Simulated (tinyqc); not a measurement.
Gate length: charge control and current of a heterostructure field-effect transistor. Computed by tinyqc, a small Python program. Command: `OMP_NUM_THREADS=1 python tinyqc.py 3021848 3021849 out.jsonl hemt walk`. One thread of a shared host (Intel(R) Xeon(R) Processor @ 2.30GHz), about 0.01 s of CPU time with the checks.

Two subbands in a triangular well; E_F is counted from the conduction band edge of the channel at the interface.

Inputs (values chosen for the exercise, modelled on AlGaN/GaN): channel mass m = 0.2 m_0; permittivity eps (barrier and channel) = 9.4; barrier thickness d = 14 nm; Schottky barrier phi_B = 1.2 eV; conduction band offset dE_c = 0.38 eV; polarisation charge sigma/e = 1.2e+13 1/cm^2; gate voltage V_G = -0.029 V; mobility mu = 1300 cm^2/(V s); saturation velocity v_s = 1.1 1e7 cm/s; gate length L = 370 nm; source resistance R_S = 0.38 ohm mm; temperature T = 400 K; mixing = 0.5; iteration cap = 200.

Charge source: polarisation. Velocity law: smooth.

Constants: e = 1.602176634e-19 C; eps_0 = 8.8541878128e-12 F/m; k_B = 8.617333262e-05 eV/K; hbar = 1.054571817e-34 J s; m_0 = 9.1093837015e-31 kg; k_B = 1.380649e-23 J/K.

Method:
- Threshold V_T = phi_B - dE_c - sigma d/(eps eps_0) (in volts); C_b = eps eps_0/d.
- Charge control: n_s = C_b (V_G - V_T - E_F/e)/e. Well: mean field F = e n_s/(2 eps eps_0), E_i = (hbar^2/2m)^(1/3) [(3 pi e F/2)(i + 3/4)]^(2/3), i = 0, 1; n_s = D k_B T sum_i ln(1 + exp((E_F - E_i)/k_B T)), D = m/(pi hbar^2), which is solved in closed form for E_F.
- Iteration from n_s = C_b (V_G - V_T)/(2e): E_F from n_s, n_out from the charge control, n_new = n_s + mixing (n_out - n_s), kept above n_s/10; stop when |n_out/n_s - 1| < 1e-9.
- C_g = e dn_s/dV_G = 1/(1/C_b + 1/C_q), 1/C_q = d(E_F/e)/d(e n_s) by a central difference of +/- 0.1 % in n_s; added distance dd = eps eps_0/C_q.
- With V = e n_s/C_g and V_c = v_s L/mu: for v = mu F/(1 + mu F/v_s), V_Dsat = V_c (sqrt(1 + 2V/V_c) - 1) and I/W = C_g v_s (V - V_Dsat); g_m = dI/dV; extrinsic g_m/(1 + g_m R_S); f_T = g_m/(2 pi C_g L).

sheet density n_s = 7.65747e+12 1/cm^2

gate capacitance C_g = 0.528695 microfarad/cm^2

V = 2.32055 V

Scaling; the last columns are v_s/(2 pi L) and mu V/(2 pi L^2):
```
L (nm)  I/W (mA/mm)  g_m (mS/mm)  extrinsic g_m (mS/mm)   f_T (GHz)  velocity limit (GHz)  mobility limit (GHz)
30           1164.2       538.67                 447.14  5.4053e+02                583.57            5.3347e+04
60           1095.2       521.07                 434.95  2.6143e+02                291.78            1.3337e+04
120          1005.0       496.47                 417.67  1.2455e+02                145.89            3.3342e+03
250           883.3       460.14                 391.66  5.5407e+01                 70.03            7.6820e+02
500           744.3       413.47                 357.33  2.4894e+01                 35.01            1.9205e+02
1000          588.5       353.19                 311.40  1.0632e+01                 17.51            4.8012e+01
2000          429.8       280.94                 253.84  4.2287e+00                  8.75            1.2003e+01
5000          247.0       179.96                 168.44  1.0835e+00                  3.50            1.9205e+00
```

What does the comparison show, and why?

f_T scales as L^-1.05 at the short end and L^-1.49 at the long end; the two limits cross at L = mu V/v_s = 2740 nm. g_m tends to C_g v_s = 582 mS/mm, and R_S cuts it by 17 % at the shortest gate. Fringe capacitances and short-channel effects, left out, lower f_T once L is below about ten barrier thicknesses.

Extremes, crossings and ranges named in words are read from the listed rows.
